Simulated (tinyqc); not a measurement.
Inside a calculation. Model: implant damage, amorphisation by cascade overlap, and solid-phase epitaxial regrowth. Computed by tinyqc, a small Python program that keeps every step. Command: `OMP_NUM_THREADS=1 python tinyqc.py 3114121 3114122 out.jsonl sper walk`. One thread of a shared host (Intel(R) Xeon(R) Processor @ 2.30GHz), about 0.01 s of CPU time with the checks. Intermediate numbers are printed to about 6 digits and carried at full precision; extremes and crossings named in words are read from the listed rows.

Range and width of the damage are inputs. Dynamic annealing enters only through the surviving share f.

Inputs (values chosen for the exercise, modelled on fluorine ions in silicon):

| quantity | value | unit |
|---|---|---|
| atomic density N | 49.9 | 1/nm^3 |
| ion Z1 | 9 | - |
| ion mass M1 | 19 | u |
| target Z2 | 14 | - |
| target mass M2 | 28.09 | u |
| ion energy E | 55 | keV |
| displacement energy E_d | 16 | eV |
| depth of the damage peak R_d | 63 | nm |
| width of the damage profile s_d | 29 | nm |
| share of defects that survive f | 0.89 | - |
| critical displaced share x_c | 0.096 | - |
| dose Q | 1.1e+14 | 1/cm^2 |
| overlaps needed n | 2 | - |
| area amorphised by one track A_i | 4.5 | nm^2 |
| regrowth prefactor v0 | 5.1e+15 | nm/s |
| regrowth energy E_a | 2.69 | eV |
| anneal temperature | 581 | C |
| rate relative to (100) | 0.33 | - |
| peak enhancement by the dopant | 10 | - |
| ramp rate | 19 | K/s |

Constants: a_0 = 0.529177210903 angstrom; e^2/(4 pi eps_0) = 14.39964548 eV angstrom; k_B = 8.617333262e-05 eV/K.

## Damage energy and displacements per ion

Robinson partition: eps = E a M2/(Z1 Z2 (e^2/(4 pi eps_0)) (M1 + M2)), a = 0.8853 a_0/sqrt(Z1^(2/3) + Z2^(2/3)); k = 0.0793 Z1^(2/3) Z2^(1/2) (M1 + M2)^(3/2)/((Z1^(2/3) + Z2^(2/3))^(3/4) M1^(3/2) M2^(1/2)); damage energy T_d = E/(1 + k (eps + 0.40244 eps^(3/4) + 3.4008 eps^(1/6))); displacements nu = 0.8 T_d/(2 E_d).

reduced energy eps = 2.66092

k = 0.166380

damage energy T_d = 24.4630 keV

T_d/E = 0.444782

displacements per ion nu = 611.575

56 % of the energy goes to electrons.

## The amorphous layer

Displaced share x(z) = f nu Q exp(-(z - R_d)^2/(2 s_d^2))/(sqrt(2 pi) s_d N); the layer is amorphous where x > x_c, between R_d -/+ s_d sqrt(2 ln(x_max/x_c)), the upper edge being cut at the surface. Threshold dose Q_c = Q x_c/x_max.

peak displaced share x_max = 0.165061

threshold dose Q_c = 6.39765e+13 1/cm^2

upper edge = 32.8075 nm

lower edge = 93.1925 nm

The layer is buried, so it regrows from both sides and the two fronts meet in a defect plane.

## Damage left below the interface

Displaced atoms per area beyond the lower edge z2: f nu Q (1/2) erfc((z2 - R_d)/(sqrt2 s_d)); they are not removed by regrowth.

share of the damage beyond z2 = 0.148910

displaced atoms beyond z2 = 8.91571e+15 1/cm^2

## Layer against dose

The formulas are those given above.

Dose series; the last column is f nu Q erfc((z2 - R_d)/(sqrt2 s_d))/2:

| Q (1/cm^2) | x_max | upper edge (nm) | lower edge (nm) | displaced atoms beyond z2 (1/cm^2) |
|---|---|---|---|---|
| 7.04e+13 | 0.10564 | 50.3142 | 75.686 | 1.26795e+16 |
| 9.60e+13 | 0.14405 | 36.8732 | 89.127 | 9.60483e+15 |
| 1.60e+14 | 0.24009 | 23.7340 | 102.266 | 7.65228e+15 |
| 2.56e+14 | 0.38414 | 14.7054 | 111.295 | 6.67771e+15 |
| 4.48e+14 | 0.67225 | 5.7843 | 120.216 | 5.91336e+15 |
| 7.68e+14 | 1.15242 | 0.0000 | 127.655 | 5.38884e+15 |
| 1.60e+15 | 2.40088 | 0.0000 | 136.585 | 4.86273e+15 |
| 3.20e+15 | 4.80177 | 0.0000 | 144.121 | 4.48806e+15 |

A dose 45 times larger moves the lower edge from 75.7 to 144 nm, as the root of a logarithm, and the damage beyond it falls by a factor 2.8, since the edge lies on an ever steeper tail. The layer reaches the surface at Q_c exp(R_d^2/(2 s_d^2)) = 6.77e14 per cm^2.

## Overlap model

Gibbons model: a point turns amorphous after n + 1 hits; with y = A_i Q the amorphous share is 1 - exp(-y) sum_(k=0..n) y^k/k!. Doses are set by y.

Amorphous share:

| y | Q (1/cm^2) | direct impact (n = 0) | given n |
|---|---|---|---|
| 0.1 | 2.22222e+12 | 0.095163 | 1.54653e-04 |
| 0.3 | 6.66667e+12 | 0.259182 | 3.59949e-03 |
| 0.6 | 1.33333e+13 | 0.451188 | 2.31153e-02 |
| 1.0 | 2.22222e+13 | 0.632121 | 8.03014e-02 |
| 2.0 | 4.44444e+13 | 0.864665 | 3.23324e-01 |
| 3.0 | 6.66667e+13 | 0.950213 | 5.76810e-01 |
| 5.0 | 1.11111e+14 | 0.993262 | 8.75348e-01 |
| 8.0 | 1.77778e+14 | 0.999665 | 9.86246e-01 |

At small y the share grows as y^3; between the first rows the exponent is 2.86.

## Isothermal regrowth

v = v0 x orientation factor x exp(-E_a/(k_B T)) x [1 + (enhancement - 1) exp(-(z - R_d)^2/(2 s_d^2))], T = anneal temperature + 273.15 K; the dopant is taken to follow the damage profile; the lower front moves from the lower edge z2 to the surface, or to the middle (z1 + z2)/2 of a buried layer with upper edge z1; time = int dz/v; the equivalent undoped distance is that time times the undoped velocity.

undoped velocity = 0.226027 nm/s

distance to regrow = 30.1925 nm

time without enhancement = 133.579 s

equivalent undoped distance = 3.57859 nm

time with enhancement = 15.8325 s

The rate doubles for each 16 K or so near this temperature.

## Regrowth during a ramp

On a linear ramp from 200 C regrowth ends at the T_f where int v_undoped dT/(ramp rate) equals the equivalent undoped distance.

temperature at which regrowth ends = 642.928 C

Checks made by the program: tail against quadrature of x(z) N (relative difference below 1e-10).
